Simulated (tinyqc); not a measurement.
# Nanowire ballistic transistor, top-of-the-barrier model: effect of the drain control CD/CS

At the top of the source barrier, states moving towards the drain are filled by the source (Fermi level 0) and states moving back by the drain (Fermi level -q Vd); nothing scatters. U is the shift of the band edge there, set by the capacitances CG, CD and CS (the total) and by the charge. Parabolic one-dimensional subband; the source is grounded.

N0 = gv sqrt(2 m kB T/pi)/hbar, CG = 2 pi eps0 eox/ln(1 + 2 tox/d), CS = CG/aG, n0 = n at U = 0 and Vd = 0. eta1 = -(E0 + U)/Vt, eta2 = eta1 - Vd/Vt, n = (N0/2)[F_(-1/2)(eta1) + F_(-1/2)(eta2)], F_(-1/2)(x) = (1/sqrt(pi)) int_0^infinity u^(-1/2)/(1 + exp(u - x)) du. U = UL + q (n - n0)/CS with UL = -(aG Vg + aD Vd), energies in eV. I = gv (2 q^2/h) Vt [ln(1 + exp eta1) - ln(1 + exp eta2)]. CQ = (q/Vt) dn/d(eta1). E0 is held fixed.

Inputs (values chosen for the exercise); mass and valleys close to those of a monolayer dichalcogenide:
- T = 300 K (temperature)
- m = 0.513 m0 (effective mass)
- gv = 2 (valley degeneracy)
- eox = 22 (relative permittivity of the gate insulator)
- tox = 1.9 nm (insulator thickness)
- d = 5 nm (wire diameter)
- aG = 0.76 (gate control CG/CS)
- E0 = 0.33 eV (band edge at the barrier top above the source Fermi level at zero bias)
- Vg = 0.5 V (gate voltage)
- Vd = 0.5 V (drain voltage)

Constants: q = 1.602176634e-19 C, kB = 1.380649e-23 J/K, hbar = 1.054571817e-34 J s, h = 6.62607015e-34 J s, m0 = 9.1093837015e-31 kg, Vt = kB T/q, eps0 = 8.8541878128e-14 F/cm where lengths are in cm. Results are converted to the units shown.

Effect of the drain control CD/CS:
```
aD	eta1	n (cm^-1)	I (uA)	mean velocity I/(q n) (cm/s)	CQ/CS
0	1.144	3.632e6	5.690	9.778e6	0.3232
0.02	1.436	4.065e6	6.609	1.015e7	0.3199
0.04	1.730	4.493e6	7.585	1.054e7	0.3123
0.06	2.026	4.911e6	8.613	1.095e7	0.3018
0.08	2.325	5.316e6	9.687	1.137e7	0.2895
0.1	2.626	5.709e6	10.80	1.181e7	0.2764
0.12	2.931	6.086e6	11.95	1.225e7	0.2633
0.14	3.239	6.450e6	13.13	1.270e7	0.2505
```

As aD goes from 0 to 0.14, n rises from 3.63e6 to 6.45e6 cm^-1, the mean velocity rises from 9.78e6 to 1.27e7 cm/s and the current rises from 5.69 to 13.1 uA. CQ/CS goes from 0.32 to 0.25. In every row higher subbands of the wire, left out here, could begin to fill.

tinyqc, about 0.03 s, one thread, Intel Xeon 2.30GHz (shared host): `OMP_NUM_THREADS=1 python tinyqc.py 2400010 2400011 out.jsonl`
